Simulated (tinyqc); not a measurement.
Chemical vapour deposition: Grove model, boundary layer, depletion and step coverage. Changing the temperature T. Computed by tinyqc, a small Python program. Command: `OMP_NUM_THREADS=1 python tinyqc.py 3016636 3016637 out.jsonl cvd sweep`. One thread of a shared host (Intel(R) Xeon(R) Processor @ 2.30GHz), about 0.05 s of CPU time with the checks.

A precursor diffuses to the surface and reacts there at first order; each molecule that reacts adds one formula unit of film.

Inputs (values chosen for the exercise, close to those used for silicon nitride (counted as SiN4/3)):
```
quantity                                            value                unit
prefactor k0 of k_s                               1.2e+10                cm/s
activation energy E                                  1.85                  eV
total pressure p                                       21                torr
mole fraction of the precursor Y                   0.0013                   -
gas diffusivity D0 at 273.15 K and 760 torr          0.38              cm^2/s
film density N                                      4e+22  formula units/cm^3
precursor mass M                                      101                   u
trench width w                                       0.17                  um
aspect ratio of the trench                             55                   -
gas velocity U                                         67                cm/s
kinematic viscosity nu0 at 273.15 K and 760 torr     0.97              cm^2/s
susceptor length L                                     40                  cm
channel height b                                      5.8                  cm
```

Reactor: horizontal, reduced pressure.

Constants: k_B = 1.380649e-23 J/K; u = 1.6605390666e-27 kg; k_B = 8.617333262e-05 eV/K.

Method:
- k_s = k0 exp(-E/(k_B T)); C_g = Y p/(k_B T), 1 torr = 133.322 Pa; D = D0 (T/273.15)^1.75 (760/p).
- Temperatures in kelvin are T(C) + 273.15.
- Mean speed c = sqrt(8 k_B T/(pi M)); reactive sticking probability beta = 4 k_s/c.
- nu = nu0 (T/273.15)^1.75 (760/p); Re = U L/nu; mean boundary layer delta = (2/3) L/sqrt(Re), at most b/2; h_g = D/delta.
- Fluxes in series: C_s = C_g/(1 + k_s/h_g); growth rate G = k_s h_g/(k_s + h_g) C_g/N; 1 cm/s = 6e8 nm/min.
- Plug flow: U b dC/dx = -k_eff C with k_eff = k_s h_g/(k_s + h_g), so C falls as exp(-k_eff x/(U b)); the used share of the precursor is 1 - C(L)/C(0).
- In a long trench of width w and depth l = aspect ratio x w: Knudsen diffusivity D_K = (2w) c/3 (hydraulic diameter 2w), combined as 1/D_e = 1/D_K + 1/D; D_e d2C/dz2 = 2 k_s C/w with D_e dC/dz = -k_s C at the floor. With m = sqrt(2 k_s/(w D_e)): C(floor)/C(top) = 1/[cosh(m l) + (k_s/(D_e m)) sinh(m l)].

One run for each value; columns: (1) temperature T (C); (2) growth rate G at the inlet (nm/min); (3) step coverage; (4) rate at the outlet over rate at the inlet; (5) sticking probability beta:
```
(1)     (2)      (3)      (4)        (5)
590   0.863  0.97968  0.98080  0.0000178
620   1.911  0.95492  0.95654  0.0000404
650   3.990  0.90720  0.90857  0.0000867
680   7.858  0.82444  0.82287  0.0001774
710  14.570  0.69900  0.68875  0.0003474
740  25.323  0.53822  0.51282  0.0006533
770  41.005  0.36806  0.32842  0.0011842
800  61.550  0.22033  0.17918  0.0020755
830  85.528  0.11427  0.08578  0.0035270
```

Over the rows, growth rate G at the inlet (nm/min) rises from 0.863 to 85.5; step coverage falls from 0.980 to 0.114; rate at the outlet over rate at the inlet falls from 0.981 to 0.0858. Heating multiplies the growth rate by 99.1 over the range, while step coverage goes from 0.980 to 0.114: a higher sticking probability starves the depth of the trench.

Caution (all rows): the boundary layer is capped at b/2, so U, L and nu no longer affect h_g. Caution (all rows): the hydraulic-diameter form of D_K is rough for a slit.
